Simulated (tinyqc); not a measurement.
# Voltage acceleration of oxide breakdown, four models on the same data: effect of the use temperature

Field E = V/tox in MV/cm. Models: ln(t63/1 s) = a - c X with X = E (E model), -1/E (1/E model), ln V (power law, c the exponent n) or sqrt(E).

With a and c fitted to the stress data, the voltage for ten years solves a - c X + ln(temperature factor times ks) = ln 3.15576e8; temperature factor exp[(Ea q/kB)(1/Tu - 1/Ts)].

Values chosen for this exercise:

| symbol | value | unit | meaning |
|---|---|---|---|
| tox | 5.5 | nm | oxide thickness |
| Ts | 373 | K | stress temperature |
| Ea | 0.74 | eV | activation energy |
| ks | 5.3e-6 |  | factor for area and percentile |

Constants: q = 1.602176634e-19 C, kB = 1.380649e-23 J/K. Results are converted to the units shown.

```
model         c         a
E       4.28044   45.5392
1/E     300.549  -26.9265
power   36.0998   64.4675
sqrt E  24.9026   81.5777
```

Effect of the use temperature:
columns A: Tu (K); B: temperature factor; C: V for ten years, E (V); D: V for ten years, 1/E (V); E: V for ten years, power (V); F: V for ten years, sqrt E (V)
```
A          B      C      D      E      F
273     4597  2.860  3.292  3.129  3.014
298    328.4  2.520  3.128  2.909  2.747
328    23.54  2.182  2.979  2.704  2.493
358    2.624  1.900  2.866  2.544  2.291
378   0.7375  1.737  2.804  2.457  2.178
398   0.2355  1.590  2.751  2.380  2.079
423  0.06579  1.426  2.694  2.297  1.971
```

What does the table show?

The temperature factor falls from 4600 to 0.0658, and the allowed voltage by 50.1 % in the E model and 18.2 % in the 1/E model: the steeper a model is near use conditions, the less voltage a given factor in time costs.

Range of the model: All four laws are empirical fits; none is established far below the stress range.

Numbers from tinyqc (`OMP_NUM_THREADS=1 python tinyqc.py 2070172 2070173 out.jsonl`; about 0.01 s on one thread of a shared Intel Xeon 2.30GHz).
